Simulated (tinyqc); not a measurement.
# The temperature window

Model: atomic layer deposition: Langmuir saturation, growth per cycle and coating of deep features. Computed by tinyqc, a small Python program. Command: `OMP_NUM_THREADS=1 python tinyqc.py 3004257 3004258 out.jsonl ald sweep`. One thread of a shared host (Intel(R) Xeon(R) Processor @ 2.30GHz), about 0.02 s of CPU time with the checks.

Precursor A sticks only on free sites, so a long enough pulse saturates; co-reactant B then frees the sites again.

Inputs (values chosen for the exercise, modelled on silicon dioxide from an aminosilane and ozone):
```
quantity                                  value      unit
precursor mass M                            174         u
site density q                              2.7    1/nm^2
growth per cycle at saturation G            1.2  angstrom
sticking probability beta on free sites  0.0017         -
precursor pressure p                       0.36        Pa
pulse time t                               0.69         s
co-reactant completion per pulse c_B       0.99         -
desorption energy E_d                      1.73        eV
purge time t_p                              4.4         s
```

Constants: u = 1.6605390666e-27 kg; k_B = 1.380649e-23 J/K; k_B = 8.617333262e-05 eV/K.

Method:
- Wall flux F = p/sqrt(2 pi M k_B T); rate of filling k_a = beta F/q; desorption k_d = 1e13 exp(-E_d/(k_B T)) per second. 1/m^2 = 1e-18/nm^2.
- Temperatures in kelvin are T(C) + 273.15.
- One cycle from coverage th0: pulse A gives th1 = th_s + (th0 - th_s) exp(-(k_a + k_d) t), th_s = k_a/(k_a + k_d); the purge leaves th2 = th1 exp(-k_d t_p); pulse B converts c_B th2 into film and leaves th3 = (1 - c_B) th2. Growth = G c_B th2.
- The periodic state has th0 = th3: th0 = (1 - c_B) e_p th_s (1 - e_a)/(1 - (1 - c_B) e_p e_a), with e_a = exp(-(k_a + k_d) t), e_p = exp(-k_d t_p).
- Share of impinging molecules used = q (th1 - th0)/(F t).

One run for each value:
```
temperature T (C)  growth per cycle (angstrom)  k_d (1/s)  k_a (1/s)
150                                     0.9299  2.486e-08      2.201
250                                     0.8862  2.158e-04      1.979
300                                     0.8436  6.136e-03      1.891
350                                     0.5275  1.020e-01      1.814
400                                     0.0046  1.116e+00      1.745
```

Give the missing row, temperature T (C) = 200.

Computed row:
```
temperature T (C)  growth per cycle (angstrom)  k_d (1/s)  k_a (1/s)
200                                     0.9076  3.740e-06      2.081
```

Interpolating between the two neighbouring rows (linearly) misses most in k_d (1/s), by a factor of 29. Over the rows, growth per cycle (angstrom) falls from 0.930 to 0.00459; k_d (1/s) rises from 2.49e-8 to 1.12. Among these rows desorption in the purge stays under 5 % up to 300 C and then closes the window from above. The slow fall before that comes from k_a, as the wall flux drops as T^(-1/2) and the pulse does not saturate. The sticking probability is held fixed here; a real one drops at low T, which closes the window from below. Left out: 450, 500, 550 (far above the temperature window).

Caution (rows 350, 400): many metal-organic precursors decompose at such temperatures, which adds growth left out here.
